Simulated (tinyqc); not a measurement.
Hubbard ring of 4 sites, step by step. Computed by tinyqc, a small Python program that keeps every step. Settings: hopping = 1.49, U = 10.2, mixing = 0.2, iteration cap = 77. Command: `OMP_NUM_THREADS=1 python tinyqc.py 31571 31572 out.jsonl` (the two numbers bound the seeds that draw the settings). One thread of a shared host (Intel(R) Xeon(R) Processor @ 2.60GHz), about 0.2 s of CPU time with the checks.

one-body matrix (hopping and site energies) (eV), lower triangle:
```
,1,2,3,4
1,0.000000
2,-1.490000,0.000000
3,0.000000,-1.490000,0.000000
4,-1.490000,0.000000,-1.490000,0.000000
```

U = 10.200000 eV

electrons, up and down: 1  1

n(up) at the start (a guess, not normalised): 1 0.550000, 2 0.000000, 3 0.550000, 4 0.000000

n(down) at the start (a guess): 1 0.000000, 2 0.550000, 3 0.000000, 4 0.550000

Each step fills the lowest levels of T + U n(other spin) and sets n(new) = n + mixing (n(out) - n); stop when output and input agree to 1e-8.

Course of the cycle:
```
iteration,E (eV),largest |n(out) - n(in)|,mean |n_up - n_down|
1,-2.98778955,1.29e-01,0.342701
2,-3.04480760,1.10e-01,0.328252
3,-3.09259226,9.50e-02,0.314385
4,-3.13274671,8.27e-02,0.301148
5,-3.16661804,7.24e-02,0.288558
6,-3.19531908,6.39e-02,0.276612
7,-3.21975982,5.68e-02,0.265294
8,-3.24068031,5.08e-02,0.254578
9,-3.25868111,4.57e-02,0.244434
10,-3.27424966,4.14e-02,0.234831
11,-3.28778229,3.76e-02,0.225734
...,...,...,...
67,-3.40757438,3.21e-03,0.037372
68,-3.40771514,3.12e-03,0.036282
69,-3.40784759,3.02e-03,0.035224
70,-3.40797223,2.93e-03,0.034197
71,-3.40808952,2.84e-03,0.033201
72,-3.40819993,2.76e-03,0.032234
73,-3.40830387,2.67e-03,0.031296
74,-3.40840172,2.59e-03,0.030386
75,-3.40849385,2.52e-03,0.029503
76,-3.40858060,2.44e-03,0.028645
77,-3.40866230,2.37e-03,0.027813
```

Can the last value be used, and what does the course show?

Not by the stop rule. Not converged within 77 iterations: the residual falls steadily but slowly, by a factor of about 0.97 a step. The lowest mean-field energy found from random starts is -3.85063 eV. Reruns (cap 100 unless said): mixing 0.5: not converged; mixing 0.9: not converged; the original settings with a cap of 400: not converged.
